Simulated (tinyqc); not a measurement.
# Worked calculation: MOSFET in the linear regime without short-channel effects, parameter extraction from computed curves

tinyqc, about 0.01 s, one thread, Intel Xeon 2.30GHz (shared host): `OMP_NUM_THREADS=1 python tinyqc.py 2210117 2210118 out.jsonl` Printed values are rounded.

Inversion charge Q = Cox n Vt W0(exp((Vg - VT)/(n Vt))), W0 the Lambert function and n = nf; u = Q/Cox; mobility mu = mu0/(1 + th1 u + th2 u^2); channel resistance Rch = (L - dL)/(W mu Q); Id = Vd/(Rch + Rsd/W). Cox = eps0 eox/tox. Small Vd, no channel-length or drain effects.

Values chosen for this exercise; channel values of the order met in silicon transistors:
```
symbol  value        unit                                                                 meaning
T         300           K                                                             temperature
eox       3.9              relative permittivity of the gate insulator (close to silicon dioxide)
tox       1.1          nm                                                     insulator thickness
mu0       130  cm^2/(V s)                                                      low-field mobility
th1      0.28         1/V                                       first mobility attenuation factor
th2      0.07       1/V^2                                      second mobility attenuation factor
VT       0.25           V                                                       threshold voltage
nf       1.37                                                                         body factor
W           1          um                                                              gate width
L        0.13          um                                                       drawn gate length
dL      0.015          um                                             drawn less effective length
Rsd       460      ohm um                                            source plus drain resistance
Vd       0.05           V                                                           drain voltage
```

Constants: q = 1.602176634e-19 C, kB = 1.380649e-23 J/K, Vt = kB T/q, eps0 = 8.8541878128e-14 F/cm where lengths are in cm. Results are converted to the units shown.

## Transfer curve

Vg, point 0 to 10 (V): 0.09  0.17  0.25  0.33  0.41  0.49  0.57  0.65  0.73  0.81  0.89

u, mu, Rch and Id as defined.

```
point	u (V)	mu (cm^2/(V s))	Rch (ohm)	Id (uA)
0	3.824438e-4	129.9861	7.369070e5	0.06780884
1	0.003364919	129.8775	83824.04	0.5932321
2	0.02008665	129.2693	14108.29	3.432113
3	0.06083845	127.7900	4711.966	9.667504
4	0.1175202	125.7409	2479.068	17.01220
5	0.1820241	123.4233	1630.614	23.91641
6	0.2506881	120.9762	1207.935	29.97718
7	0.3218393	118.4655	960.8290	35.19072
8	0.3946189	115.9271	800.7818	39.65793
9	0.4685379	113.3829	689.5805	43.49413
10	0.5432949	110.8473	608.2980	46.80342
```

## Threshold and mobility at the peak transconductance

gm_i = (Id_(i+1) - Id_(i-1))/(Vg_(i+1) - Vg_(i-1)); at the point j of largest gm the tangent meets the axis at V_ext = Vg_j - Id_j/gm_j; field-effect mobility gm_j L/(W Cox Vd) with the drawn L.

gm, point 1 to 9 (uS): 21.02690  56.71420  84.87553  89.05568  81.03116  70.46444  60.50469  51.89626  44.65928
j = 4
V_ext = 0.2189712 V
field-effect mobility = 73.75888 cm^2/(V s)

V_ext is 31 mV below the model VT, and the mobility so found is 50 % below mu0 L/(L - dL) = 147 cm^2/(V s), the value for the drawn L; attenuation, series resistance and the slow approach of Q to a straight line all lower the peak gm.

## The Y function

Y_i = Id_i/sqrt(gm_i). For Id = beta Vd x/(1 + th x), x = Vg - VT, Y = sqrt(beta Vd) x whatever th. Slope s from points 6 and 9; VT_Y = Vg - Y/s at point 9; beta = s^2/Vd; mobility beta L/(W Cox) with the drawn L; th* = (beta Vd x/Id - 1)/x at point 9.

Y, point 1 to 9 (uA^0.5 V^0.5): 0.1293710  0.4557384  1.049357  1.802725  2.656868  3.571131  4.524115  5.505060  6.508408
s = 12.23865 uA^0.5 V^-0.5
VT_Y = 0.2782088 V
beta = 2995.692 uA/V^2
mobility from Y = 124.0566 cm^2/(V s)
th* = 1.563352 1/V

The mobility from Y is 16 % below mu0 L/(L - dL) = 147 cm^2/(V s), which it should reach in deep inversion when th2 = 0. th* compares with th1 + mu0 Cox Rsd/(L - dL) = 1.91 1/V, since series resistance enters like th1. The match is poor here: at these overdrives Q is not yet a straight line in Vg and th2 bends Y.
